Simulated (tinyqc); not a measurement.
Level and width from two currents at zero temperature.

Inverse problem. In a resonant-tunnelling diode at zero temperature a sharp resonance at Er = E0 - alpha V between the emitter band edge and Ef carries J = K (pi/2) G Tp (Ef - Er), K = q^3 mw m0/(2 pi^2 hbar^3) (times 1e-4 for A/cm^2 per eV^2), with G its full width and Tp its peak transmission, G Tp taken as constant, and no back flow. Find G Tp and E0.

Values chosen for this exercise; masses and offsets of a made-up heterostructure: mass in the well, spacer and contacts mw = 0.019 m0; Fermi energy of both contacts above their band edges Ef = 0.16 eV; share of the bias at the well alpha = 0.49.

Constants: q = 1.602176634e-19 C, hbar = 1.054571817e-34 J s, m0 = 9.1093837015e-31 kg. Results are converted to the units shown.

J at V = 0.18 and 0.41 V (kA/cm^2): [42.428475, 240.01894]

Answer. J is linear in V: the slope gives G Tp, and the onset V0, where the line meets zero, gives E0 = Ef + alpha V0.

G Tp = 3.630 meV
E0 = 0.2240 eV

Program tinyqc, `OMP_NUM_THREADS=1 python tinyqc.py 2600018 2600019 out.jsonl`; Intel Xeon 2.30GHz, shared host, one thread, about 0.2 s.
